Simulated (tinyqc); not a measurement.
Bias-temperature instability, empirical power law with universal recovery: one step of the calculation.

Threshold-voltage shift at the end of a stress: dV = A (V/V0)^g exp[-(Ea q/kB)(1/T - 1/T0)] (t/1 s)^n. After a delay tr the permanent share pp stays and the rest falls by r = 1/(1 + B (tr/t)^be). An empirical model: its parameters are fits, not properties.

Problem. Shift and lifetime at use conditions. The lifetime solves dV = dc; ten years are 3.15576e8 s.

Values chosen for this exercise:
- V0 = 1.3 V (reference stress voltage)
- T0 = 398 K (reference temperature)
- A = 5.5 mV (shift after 1 s at V0 and T0)
- n = 0.2 (time exponent)
- g = 4.2 (voltage exponent)
- Ea = 0.19 eV (apparent activation energy of the shift)
- V = 0.82 V (use voltage)
- T = 358 K (use temperature)
- dc = 70 mV (failure criterion)

Constants: q = 1.602176634e-19 C, kB = 1.380649e-23 J/K. Results are converted to the units shown.

Wanted: voltage factor; temperature factor; shift after ten years; lifetime; largest voltage for ten years.

Solution.

voltage factor = 0.1444
temperature factor = 0.5385
shift after ten years = 21.42 mV
lifetime = 3727 years
largest voltage for ten years = 1.087 V

The device passes: the shift at ten years is below dc. A lifetime beyond 100 years is a far extrapolation of the power law. In time the voltage exponent is g/n = 21.0 and the activation energy Ea/n = 0.950 eV.

Program tinyqc, `OMP_NUM_THREADS=1 python tinyqc.py 2070048 2070049 out.jsonl`; Intel Xeon 2.30GHz, shared host, one thread, about 0.01 s.
